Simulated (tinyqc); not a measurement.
MOSFET in the linear regime without short-channel effects, parameter extraction from computed curves: one step of the calculation.

Inversion charge Q = Cox n Vt W0(exp((Vg - VT)/(n Vt))), W0 the Lambert function and n = nf; u = Q/Cox; mobility mu = mu0/(1 + th1 u + th2 u^2); channel resistance Rch = (L - dL)/(W mu Q); Id = Vd/(Rch + Rsd/W). Cox = eps0 eox/tox. Small Vd, no channel-length or drain effects.

Task. Threshold and mobility at the peak transconductance. gm_i = (Id_(i+1) - Id_(i-1))/(Vg_(i+1) - Vg_(i-1)); at the point j of largest gm the tangent meets the axis at V_ext = Vg_j - Id_j/gm_j; field-effect mobility gm_j L/(W Cox Vd) with the drawn L.

Parameters, values chosen for the exercise; channel values of the order met in silicon transistors: relative permittivity of the gate insulator (close to silicon dioxide) eox = 3.9; insulator thickness tox = 7 nm; low-field mobility mu0 = 170 cm^2/(V s); threshold voltage VT = 0.44 V; gate width W = 1 um; drawn gate length L = 0.067 um; drawn less effective length dL = 0.003 um; drain voltage Vd = 0.02 V.

Constants: eps0 = 8.8541878128e-14 F/cm where lengths are in cm. Results are converted to the units shown.

```
point  Vg (V)       Id (uA)
0        0.24  5.2471407e-4
1        0.34   0.018995493
2        0.44    0.40645426
3        0.54     1.8184707
4        0.64     3.5991461
5        0.74     5.3514356
6        0.84     6.9840000
7        0.94     8.4810095
8        1.04     9.8474806
9        1.14     11.094402
10       1.24     12.233917
11       1.34     13.277646
```

Find: gm; j; V_ext; field-effect mobility.

Result.

gm, point 1 to 10 (uS): 2.030  8.997  15.96  17.66  16.92  15.65  14.32  13.07  11.93  10.92
j = 4
V_ext = 0.4363 V
field-effect mobility = 120.0 cm^2/(V s)

V_ext is 3.7 mV below the model VT, and the mobility so found is 33 % below mu0 L/(L - dL) = 178 cm^2/(V s), the value for the drawn L; attenuation, series resistance and the slow approach of Q to a straight line all lower the peak gm.

Numbers from tinyqc (`OMP_NUM_THREADS=1 python tinyqc.py 2210023 2210024 out.jsonl`; about 0.01 s on one thread of a shared Intel Xeon 2.30GHz).
